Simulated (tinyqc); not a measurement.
The solidus: solid solubility of a dopant against its melt (retrograde solidus), clustering and the electrically active fraction. Computed by tinyqc, a small Python program. Command: `OMP_NUM_THREADS=1 python tinyqc.py 3027562 3027563 out.jsonl retro walk`. One thread of a shared host (Intel(R) Xeon(R) Processor @ 2.30GHz), about 0.01 s of CPU time with the checks.

Inputs (values chosen for the exercise, of the order of those of gallium in silicon for the solubility):
```
quantity                                   value    unit
melting point of the host T_m               1687       K
heat of melting of the host H_f             50.2  kJ/mol
interaction L of the melt                    3.5  kJ/mol
enthalpy of transfer from melt to solid H  0.664      eV
entropy of transfer S                      -0.32     k_B
site density N0                            5e+22  1/cm^3
```

Constants: R = 8.314462618 J/(mol K); k_B = 8.617333262e-05 eV/K; e = 1.602176634e-19 C; N_A = 6.02214076e+23 1/mol.

Method. x_l and x_s are atom fractions of the dopant in melt and solid; the solid is dilute. Liquidus of the host: R T ln(1 - x_l) + L x_l^2 = -H_f (1 - T/T_m). Distribution: k = x_s/x_l = exp[L (1 - x_l)^2/(R T)] exp(S/k_B - H/(k_B T)), the first factor being the activity coefficient in the melt. Solubility = x_s N0; at T_m x_l = 0. The largest x_s N0 between 900 K and T_m. For an ideal melt with constant heats the maximum has x_l = H_f/(H + H_f), H in the same units.

largest solubility = 9.29345e+19 1/cm^3

temperature of the maximum = 1467.64 K

Against temperature:
```
T (K)      x_l          k  solubility (1/cm^3)  over the maximum
1000   0.94108  0.0003275           1.5411e+19           0.16583
1100   0.89068  0.0006619           2.9479e+19           0.31720
1200   0.81460  0.0011956           4.8697e+19           0.52399
1300   0.70690  0.0019904           7.0351e+19           0.75699
1400   0.56360  0.0031304           8.8214e+19           0.94921
1500   0.38616  0.0047425           9.1569e+19           0.98530
1580   0.22583  0.0064922           7.3305e+19           0.78878
1640   0.09979  0.0081446           4.0636e+19           0.43725
1675   0.02547  0.0092645           1.1800e+19           0.12697
```

Between the first rows the Arrhenius energy of the solubility is 0.61 eV, against H = 0.664 eV; it shrinks to zero at 1468 K and turns negative beyond. A crystal saturated at the maximum precipitates dopant-rich liquid on cooling and on heating alike. Below a eutectic or compound temperature another phase would set the limit.

Extremes, crossings and ranges named in words are read from the listed rows.
